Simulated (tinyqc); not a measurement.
Thin-film optics by transfer matrices, step by step. Values are carried at full precision from step to step, so a last printed digit may differ when a step is redone from the rounded ones.

Indices N = n + i k. Snell: N0 sin(theta) = N_j sin(theta_j), with Im(N_j cos theta_j) >= 0. Admittance y_j = N_j cos theta_j for s and N_j/cos theta_j for p. Phase delta_j = 2 pi N_j cos theta_j d_j/lambda. Layer matrix [[cos delta, -i sin delta/y], [-i y sin delta, cos delta]], multiplied from the top down to M. (B, C) = M (1, y_sub); r = (y0 B - C)/(y0 B + C), R = |r|^2, T = 4 Re y0 Re y_sub/|y0 B + C|^2, absorbed in the films 1 - R - T.

Inputs chosen for the exercise (indices near those of SiO2 on Cu; the results hold for these values, not for the real material):
- lam = 633 nm (vacuum wavelength)
- n0 = 1 (ambient index)
- n = (1.467, 0.273) (n of SiO2, substrate)
- k = (0, 3.297) (k in the same order)
- d = (153) nm (thicknesses, top first)
- theta = 70 degrees (angle of incidence)
- pol = p (polarisation)

## Angles, admittances and phases

Form cos theta_j, y_j and delta_j.

cos theta_j: ambient 0.3420, film 1 0.7679, substrate 1.0390+0.0064i

y_j: ambient 2.9238, film 1 1.9104, substrate 0.2822+3.1714i

delta_j (rad): film 1 1.7108

## Layer matrices and their product

Form each matrix and multiply from the top down.

M:
```
          1         2
1   -0.1396  -0.5183i
2  -1.8917i   -0.1396
```

Each matrix has determinant 1, and so has M.

## Reflection and transmission

Close the stack on the substrate.

B, C: 1.5042-0.1463i  -0.0394-2.3344i

r = 0.5286+0.7724i
R = 0.8760
T into the substrate = 0.1240
absorbed in the films = 0.0000

The bare substrate would reflect 0.8377.

## Ellipsometric angles

Ellipsometry: rho = tan(Psi) exp(i Delta) = -conj(r_p/r_s) with the r of the admittance formula, Delta in 0 to 360 degrees, so that a bare dielectric at small angles gives Delta = 180.

Repeat the steps for both polarisations.

r_s = -0.4251+0.8497i
r_p = 0.5286+0.7724i
Psi = 44.57 degrees
Delta = 240.96 degrees

## Checks

- R against the recursion of Airy sums from the substrate up: both 0.87604.

Run: tinyqc, `OMP_NUM_THREADS=1 python tinyqc.py 1680421 1680422 out.jsonl`; Intel(R) Xeon(R) Processor @ 2.30GHz, one thread, shared host; about 0.04 s of CPU time with all checks.
